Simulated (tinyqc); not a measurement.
# Free and trapped electrons in a MOS channel with a dense trap tail: two studies

p-type body, charge-sheet picture, full ionisation (an idealisation for deep acceptors), Boltzmann statistics for free electrons. e = Ec - EF at the surface. Acceptor-like traps of density D(E) = D0 + De exp(-E/Ew) at depth E below Ec, from 0 to Eu, hold n_t = integral of D(E)/(1 + exp((e - E)/Vt)). psi = Eg - Vt ln(Nv/Na) - e; N_dep = sqrt(2 eps0 eps_r Na (psi - Vt)/q); n_f = sqrt(N_dep^2 + 2 eps0 eps_r Vt Nc exp(-e/Vt)/q) - N_dep; Vg = Vfb + psi + q (N_dep + n_t + n_f)/Cox, Cox = eps0 eox/tox.

Inputs (values chosen for the exercise); band and dielectric values close to those of 4H silicon carbide:

| symbol | value | unit | meaning |
|---|---|---|---|
| T | 300 | K | temperature |
| Eg | 3.22 | eV | band gap |
| eps_r | 9.71 |  | relative permittivity |
| Nc | 1.73e19 | cm^-3 | conduction-band density of states at T |
| Nv | 2.54e19 | cm^-3 | valence-band density of states at T |
| eox | 3.9 |  | relative permittivity of the insulator |
| tox | 49 | nm | insulator thickness |
| Na | 9.8e15 | cm^-3 | acceptor density |
| Vfb | -2.58 | V | flat-band voltage without trapped charge |
| D0 | 3.6e10 | cm^-2 eV^-1 | constant background density of acceptor-like traps |
| De | 9.6e12 | cm^-2 eV^-1 | density of the tail at the conduction edge |
| Ew | 0.12 | eV | decay energy of the tail |
| Eu | 0.53 | eV | depth below Ec down to which the traps reach |
| mf | 200 | cm^2/(V s) | mobility of free electrons |

Constants: q = 1.602176634e-19 C, kB = 1.380649e-23 J/K, Vt = kB T/q, eps0 = 8.8541878128e-14 F/cm where lengths are in cm. Results are converted to the units shown.

Each table varies one quantity; the others keep the values above.

## Free and trapped charge against gate voltage

Free share n_f/(n_f + n_t); swing ln 10 n_f/(dn_f/dVg); field-effect mobility mf q (dn_f/dVg)/Cox, for a constant mf; oxide field q (N_dep + n_t + n_f)/(eps0 eox).

Free and trapped charge against gate voltage:

| Vg (V) | e (eV) | n_f (cm^-2) | n_t (cm^-2) | free share (%) | swing (mV/decade) | field-effect mobility (cm^2/(V s)) | oxide field (MV/cm) |
|---|---|---|---|---|---|---|---|
| 1.3 | 0.4017 | 8.212e5 | 3.452e10 | 0.002379 | 127.9 | 0.006720 | 0.2581 |
| 2.3 | 0.1577 | 9.768e9 | 3.333e11 | 2.848 | 508.1 | 20.13 | 0.4124 |
| 3.3 | 0.08530 | 1.420e11 | 6.021e11 | 19.08 | 1534 | 96.87 | 0.6017 |
| 4.4 | 0.05090 | 4.335e11 | 7.761e11 | 35.84 | 3283 | 138.2 | 0.8192 |
| 5.4 | 0.03137 | 7.603e11 | 8.787e11 | 46.39 | 5058 | 157.4 | 1.019 |
| 6.4 | 0.01676 | 1.121e12 | 9.501e11 | 54.12 | 6914 | 169.7 | 1.220 |
| 7.4 | 0.005053 | 1.504e12 | 1.001e12 | 60.05 | 8838 | 178.2 | 1.422 |
| 8.4 | -0.004696 | 1.903e12 | 1.037e12 | 64.73 | 1.082e4 | 184.0 | 1.624 |
| 9.5 | -0.01380 | 2.354e12 | 1.065e12 | 68.85 | 1.308e4 | 188.4 | 1.847 |

Read the table: what changes, and by how much?

n_f reaches 1e11 cm^-2 at Vg = 3.09 V, against 1.82 V without traps. The free share rises from 0.00238 to 68.9 % and the field-effect mobility rises from 0.00672 to 188 cm^2/(V s), although mf = 200 is constant: in the last row 94.2 % of Cox dVg goes into free electrons. The swing in the first row is 128 mV a decade (Vt ln 10 = 59.5). For Vg = 4.4, 5.4, 6.4, 7.4, 8.4, 9.5 EF lies less than 2 Vt below the band edge, or above it, where degeneracy and confinement, left out, matter.

## Effect of the decay energy of the tail

VT is the Vg for n_f = 1e11 cm^-2; swing ln 10 n_f/(dn_f/dVg) at n_f = 1e8 cm^-2; the last three columns are for Vg = VT + 3.9 V, with free share n_f/(n_f + n_t) and field-effect mobility mf q (dn_f/dVg)/Cox; there EF is near the band edge, where Boltzmann statistics are rough.

Effect of the decay energy of the tail:

| Ew (eV) | e at VT (eV) | VT (V) | q n_t/Cox at VT (V) | swing (mV/decade) | n_f (cm^-2) | free share (%) | field-effect mobility (cm^2/(V s)) |
|---|---|---|---|---|---|---|---|
| 0.03 | 0.09528 | 1.933 | 0.1093 | 79.23 | 1.596e12 | 87.97 | 187.2 |
| 0.05 | 0.09528 | 2.094 | 0.2704 | 86.91 | 1.507e12 | 79.89 | 183.0 |
| 0.07 | 0.09528 | 2.332 | 0.5081 | 110.2 | 1.442e12 | 72.42 | 180.0 |
| 0.09 | 0.09528 | 2.617 | 0.7940 | 147.8 | 1.395e12 | 65.86 | 177.6 |
| 0.11 | 0.09528 | 2.929 | 1.105 | 194.1 | 1.359e12 | 60.25 | 175.8 |
| 0.13 | 0.09528 | 3.250 | 1.426 | 244.3 | 1.331e12 | 55.53 | 174.4 |
| 0.15 | 0.09528 | 3.569 | 1.745 | 295.1 | 1.309e12 | 51.57 | 173.2 |
| 0.17 | 0.09528 | 3.879 | 2.056 | 344.6 | 1.291e12 | 48.25 | 172.2 |

What does the comparison show?

As Ew goes from 0.03 to 0.17, VT rises from 1.93 to 3.88 V, its part due to traps rises from 0.109 to 2.06 V, the swing rises from 79.2 to 345 mV/decade and the field-effect mobility falls from 187 to 172 cm^2/(V s).

Computed by the program tinyqc: `OMP_NUM_THREADS=1 python tinyqc.py 2222189 2222190 out.jsonl`, one thread of a shared Intel Xeon 2.30GHz, about 0.02 s for the whole run.
